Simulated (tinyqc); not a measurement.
Fully depleted semiconductor-on-insulator film with two gates, non-linear Poisson equation by Newton steps: one step of the calculation.

One dimension across the film, front interface at x = 0, back interface at x = ts. psi is counted from the intrinsic level, n = ni exp(psi/Vt) (source grounded), holes neglected, acceptors ionised. Gates act through Cox = eps0 eox/tox and Cbox = 3.9 eps0/tb with potentials G1 = Vg - (phiM - chi - Vt ln(Nc/ni)) and G2 = Vb - (phiB - chi - Vt ln(Nc/ni)). Classical Boltzmann densities, no interface charge, no depletion in the back plane.

Task. Newton step. Solve a d_(i-1) + b_i d_i + a d_(i+1) = -F_i for all nodes. Half of the step is added while the largest |d| exceeds 1.5 Vt, the full step after that.

Values chosen for this exercise:
```
symbol,value,unit,meaning
T,400,K,temperature
```

Constants: q = 1.602176634e-19 C, kB = 1.380649e-23 J/K, Vt = kB T/q. Results are converted to the units shown.

a = 9.4031475 uF/cm^2

```
node	diagonal b (F/cm^2)	residual F (C/cm^2)	psi after iteration 1 (V)
0	-1.2160091e-5	5.5049285e-7	0.40510369
1	-1.9038754e-5	-7.8819867e-9	0.40361860
2	-1.9029054e-5	-7.5485434e-9	0.40214932
3	-1.9019855e-5	-7.2323950e-9	0.40069573
4	-1.9011129e-5	-6.9325242e-9	0.39925773
5	-1.9002848e-5	-6.6479797e-9	0.39783524
6	-1.8994986e-5	-6.3778720e-9	0.39642816
7	-1.8987519e-5	-6.1213685e-9	0.39503639
8	-1.8980424e-5	-5.8776903e-9	0.39365984
9	-9.8321537e-6	5.0849150e-8	0.39229841
```

Find: Newton step d, before damping; psi after iteration 2.

Result.

```
node	Newton step d, before damping (V)	psi after iteration 2 (V)
0	0.13621	0.47321
1	0.11760	0.46242
2	0.10273	0.45352
3	0.09111	0.44625
4	0.08232	0.44042
5	0.07606	0.43587
6	0.07210	0.43248
7	0.07026	0.43017
8	0.07043	0.42888
9	0.07253	0.42856
```

Numbers from tinyqc (`OMP_NUM_THREADS=1 python tinyqc.py 2190070 2190071 out.jsonl`; about 0.3 s on one thread of a shared Intel Xeon 2.30GHz).
